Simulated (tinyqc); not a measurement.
# Changing the step-edge barrier E_s

Model: epitaxial growth on a vicinal surface: Burton-Cabrera-Frank step flow, step-edge barrier and island nucleation. Computed by tinyqc, a small Python program. Command: `OMP_NUM_THREADS=1 python tinyqc.py 3009120 3009121 out.jsonl stepflow sweep`. One thread of a shared host (Intel(R) Xeon(R) Processor @ 2.30GHz), about 0.02 s of CPU time with the checks.

Adatoms land at rate F, hop on a square grid (a simplification for hexagonal faces), desorb, or join steps. Lengths are in units of a and n is the adatom coverage. Steps ascend at x = 0 and descend at x = l.

Inputs (values chosen for the exercise, close to those used for 4H-SiC(0001)): site spacing a = 3.08 angstrom; step height h = 2.52 angstrom; diffusion barrier E_d = 1.68 eV; desorption energy E_a = 3.81 eV; adatom formation energy E_f = 1.5 eV; attempt frequency nu = 10 THz; deposition rate F = 3.4 layers/s; miscut angle = 1 degrees; temperature T = 1380 C.

Constants: k_B = 8.617333262e-05 eV/K.

Method:
- D = nu exp(-E_d/(k_B T)) (a^2/s, nu counted per direction); tau = exp(E_a/(k_B T))/nu; x_s = sqrt(D tau); n_eq = exp(-E_f/(k_B T)); terrace width l = h/(a tan(miscut)); Schwoebel length l_s = exp(E_s/(k_B T)) - 1.
- Temperatures in kelvin are T(C) + 273.15.
- D n'' - n/tau + F = 0 with n(0) = n_eq and -l_s n'(l) = n(l) - n_eq. With u = n - F tau, A = n_eq - F tau, y = l/x_s, s = l_s/x_s: u = A cosh(x/x_s) + B sinh(x/x_s), B = A (1 - cosh y - s sinh y)/(sinh y + s cosh y). Flux into the ascending step J+ = D B/x_s, over the descending one J- = -(D/x_s)(A sinh y + B cosh y); step velocity J+ + J-; growth rate (J+ + J-)/l. For small y: J+ + J- = (F - n_eq/tau) l, J-/J+ = l/(l + 2 l_s).
- The coverage peaks where n' = 0, tanh(x/x_s) = -B/A.

One run for each value; columns: (1) step-edge barrier E_s (eV); (2) J- (atoms per step site and s); (3) J+ (atoms per step site and s); (4) peak coverage; (5) position of the peak (a); (6) Schwoebel length l_s (a):
```
(1)     (2)    (3)        (4)    (5)    (6)
0.00  79.67   79.7  3.909e-05  23.44   0.00
0.05  78.96   80.4  3.931e-05  23.65   0.42
0.10  77.97   81.4  3.962e-05  23.93   1.02
0.15  76.61   82.7  4.005e-05  24.33   1.87
0.20  74.77   84.6  4.066e-05  24.88   3.07
0.30  69.04   90.3  4.260e-05  26.56   7.21
0.40  59.79   99.5  4.602e-05  29.28  15.57
0.50  47.08  112.2  5.126e-05  33.02  32.44
```

Over the rows, J- (atoms per step site and s) falls from 79.7 to 47.1; J+ (atoms per step site and s) rises from 79.7 to 112; peak coverage rises from 3.91e-5 to 5.13e-5. The barrier matters once l_s is comparable with l; in the limit the descending step reflects, the peak moves to x = l and the excess coverage is four times as large when desorption is weak.

Extremes, crossings and ranges named in words are read from the listed rows.
